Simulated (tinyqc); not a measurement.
Heated strip on a layer stack, thermal resistances with spreading: one step of the calculation.

A long strip of width ws dissipates Pw per length on three layers over a heat sink. Heat is taken to spread at 45 degrees, so the width of the flow grows by twice the depth: w1 = ws + 2 t1, w2 = w1 + 2 t2, w3 = w2 + 2 t3 at the bottoms of the layers. This is a rule of thumb, not a solution of the heat equation.

Problem. Temperatures. From the sink upward: Ta = T0 + Pw R3; across layer 2 the Kirchhoff transform gives Tb^(1-p) = Ta^(1-p) + (1 - p)(300 K)^(-p) Pw R2; Tc = Tb + Pw Rboundary; Tj = Tc + Pw R1. With constant k2, Tj would be T0 + Pw times the sum of the resistances.

Values chosen for this exercise; conductivities close to those of gallium arsenide (layer 1), gallium arsenide (layer 2) and solder (layer 3): heat-sink temperature T0 = 323 K; power per length of the strip Pw = 0.45 W/mm; conductivity of layer 2 at 300 K k2 = 45.7 W/(m K); exponent in k2(T) = k2 (300 K/T)^p p = 1.3.

resistance times length (K mm/W): layer 1 8.7599496, boundary 12, layer 2 50.493660, layer 3 0.44005990

Wanted: temperatures; Tj with constant k2.

Solution.

temperatures (K): Ta 323.20, Tb 349.54, Tc 354.94, Tj 358.89
Tj with constant k2 = 355.26 K

The rise Tj - T0 is 35.9 K, 11 % above the value for constant k2.

tinyqc, about 0.01 s, one thread, Intel Xeon 2.30GHz (shared host): `OMP_NUM_THREADS=1 python tinyqc.py 2520022 2520023 out.jsonl`
